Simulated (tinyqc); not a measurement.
RKS/BP86 in the sto-3g basis, for H3-, spin multiplicity 1, step by step. The basis has no diffuse functions, so it cannot describe the extra electron: this is an exercise in the method, not the real anion. One step of it, computed by the program tinyqc.

Question. Iteration 1: building the Kohn-Sham matrix. J_ij = sum D_kl (ij|kl); F = H + J + V_xc; E = tr D H + tr D J / 2 + E_xc + E_nn.

D at the start, lower triangle:
```
          1H 1s      2H 1s     3H 1s
1H 1s  1.086380
2H 1s  0.378530   1.210843
3H 1s  0.378530  -0.947058  1.210843
```

core Hamiltonian H = T + V (hartree), lower triangle:
```
           1H 1s      2H 1s      3H 1s
1H 1s  -1.376332
2H 1s  -0.688578  -1.152925
3H 1s  -0.688578  -0.134266  -1.152925
```

Two-electron integrals (ij|kl) in chemists' order, unique and non-zero (hartree):
```
(11|11) 0.774606   (21|11) 0.248275   (21|21) 0.107142   (22|11) 0.433997
(22|21) 0.248275   (22|22) 0.774606   (31|11) 0.248275   (31|21) 0.074562
(31|22) 0.129210   (31|31) 0.107142   (32|11) 0.041925   (32|21) 0.015449
(32|22) 0.031820   (32|31) 0.015449   (32|32) 0.002648   (33|11) 0.433997
(33|21) 0.129210   (33|22) 0.231225   (33|31) 0.248275   (33|32) 0.031820
(33|33) 0.774606
```

nuclear repulsion = 1.15743047 hartree

V_xc (hartree), lower triangle:
```
           1H 1s      2H 1s      3H 1s
1H 1s  -0.496158
2H 1s  -0.182919  -0.479134
3H 1s  -0.182919  -0.029156  -0.479134
```

E_xc = sum of w rho eps_xc = -1.50203604 hartree

Give: Coulomb J; Kohn-Sham matrix F; total energy of this density.

Answer.

Coulomb J (hartree), lower triangle:
```
        1H 1s   2H 1s   3H 1s
1H 1s  2.1890
2H 1s  0.8351  1.9149
3H 1s  0.8351  0.1410  1.9149
```

Kohn-Sham matrix F (hartree), lower triangle:
```
         1H 1s    2H 1s   3H 1s
1H 1s   0.3165
2H 1s  -0.0364   0.2828
3H 1s  -0.0364  -0.0224  0.2828
```

total energy of this density = -1.413726 hartree

This density is the starting one.
